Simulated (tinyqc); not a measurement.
Floating body of a partially depleted SOI transistor: body voltage and kink: transfer curve and swing.

Source at 0 V. Channel current Ic = 2 nf K Vt^2 [F(0) - F(Vd)](1 + la Vd), F(V) = ln^2(1 + exp((Vg - VT - nf V)/(2 nf Vt))), VT = VT0 - gb Vb. Saturation voltage Vs = 2 Vt sqrt(F(0)) + 3 Vt, excess Ve = (Vd - Vs + sqrt((Vd - Vs)^2 + 0.0004 V^2))/2, multiplication M1 = Ai Ve exp(-Bl/Ve). Each junction passes D(v) = J1 (exp(v/Vt) - 1) + J2 (exp(v/(2 Vt)) - 1). Bipolar current Ib = bb J1 (exp(Vb/Vt) - 1). The body settles where M1 (Ic + Ib) = D(Vb) + D(Vb - Vd) + Vb/Rb; drain current Id = (1 + M1)(Ic + Ib) - D(Vb - Vd).

Rows with more than one solution for Vb (latch) are left out; dId/dVd by a forward difference over 1e-4 V, swing = 1e-4 V over the change of log10 Id; M1 under 1e-12 is printed as 0.

Inputs (values chosen for the exercise); values of the order met in partially depleted silicon-on-insulator transistors:
- T = 300 K (temperature)
- VT0 = 0.51 V (threshold at zero body voltage)
- gb = 0.26 (fall of the threshold per volt of body voltage)
- nf = 1.31 (slope factor)
- K = 110 uA/(V^2 um) (gain factor per width)
- la = 0.03 1/V (channel-length modulation factor)
- Ai = 2.1 1/V (impact-ionisation prefactor)
- Bl = 6.8 V (impact-ionisation voltage)
- J1 = 5.9e-13 uA/um (diffusion saturation current of each junction)
- J2 = 1.5e-8 uA/um (recombination saturation current of each junction)
- bb = 0.5 (gain of the lateral bipolar transistor on the diffusion current)
- Rb = 1e9 kohm um (resistance of a weak body tie to the source (1e9 stands for no tie, and the term is then dropped))
- Vd = 1.9 V (drain voltage)

Constants: q = 1.602176634e-19 C, kB = 1.380649e-23 J/K, Vt = kB T/q. Results are converted to the units shown.

Result of one run:

| Vg (V) | Vb (V) | M1 | Id, floating (uA/um) | Id, grounded (uA/um) | ratio | swing, floating (mV/decade) | swing, grounded (mV/decade) |
|---|---|---|---|---|---|---|---|
| 0.76 | 0.6938 | 0.03309 | 8.634 | 2.959 | 2.918 | 505.4 | 301.6 |

What becomes of these results when the gate voltage Vg is changed from 0.76 to 0.26 V, all else the same?

Result of the changed run:

| Vg (V) | Vb (V) | M1 | Id, floating (uA/um) | Id, grounded (uA/um) | ratio | swing, floating (mV/decade) | swing, grounded (mV/decade) |
|---|---|---|---|---|---|---|---|
| 0.26 | 0.5087 | 0.08974 | 0.005934 | 1.349e-4 | 43.98 | 62.40 | 78.96 |

The whole series:

| Vg (V) | Vb (V) | M1 | Id, floating (uA/um) | Id, grounded (uA/um) | ratio | swing, floating (mV/decade) | swing, grounded (mV/decade) |
|---|---|---|---|---|---|---|---|
| 0.06 | 0.09597 | 0.09170 | 8.007e-7 | 3.913e-7 | 2.046 | 57.85 | 81.14 |
| 0.16 | 0.3144 | 0.09149 | 7.921e-5 | 7.193e-6 | 11.01 | 48.41 | 78.37 |
| 0.26 | 0.5087 | 0.08974 | 0.005934 | 1.349e-4 | 43.98 | 62.40 | 78.96 |
| 0.36 | 0.6029 | 0.08284 | 0.1264 | 0.002384 | 53.02 | 94.68 | 82.14 |
| 0.46 | 0.6504 | 0.06998 | 0.8275 | 0.03378 | 24.50 | 163.7 | 94.41 |
| 0.56 | 0.6743 | 0.05599 | 2.496 | 0.2798 | 8.921 | 265.8 | 130.9 |
| 0.66 | 0.6870 | 0.04355 | 5.124 | 1.166 | 4.394 | 383.2 | 202.8 |
| 0.76 | 0.6938 | 0.03309 | 8.634 | 2.959 | 2.918 | 505.4 | 301.6 |
| 0.86 | 0.6968 | 0.02452 | 12.98 | 5.673 | 2.289 | 628.0 | 413.3 |

Vb rises from 0.0960 to 0.697 V. The smallest swing among the rows is 48.4 mV a decade with a floating body (at Vg = 0.16 V) and 78.4 with a grounded one; Vt ln 10 = 59.5. The floating swing is smaller by more than 3 % for Vg = 0.06, 0.16, 0.26 V, where the rising Vb lowers the threshold as Vg rises. In the first row the floating body raises the current by a factor of 2.05.

Range of the model: The multiplication law is an empirical form chosen for the exercise; self-heating and capacitive coupling to the body are left out, and the linear laws are rough once Vb passes about 0.7 V or M1 about 0.1.

Numbers from tinyqc (`OMP_NUM_THREADS=1 python tinyqc.py 2182205 2182206 out.jsonl`; about 0.2 s on one thread of a shared Intel Xeon 2.30GHz).
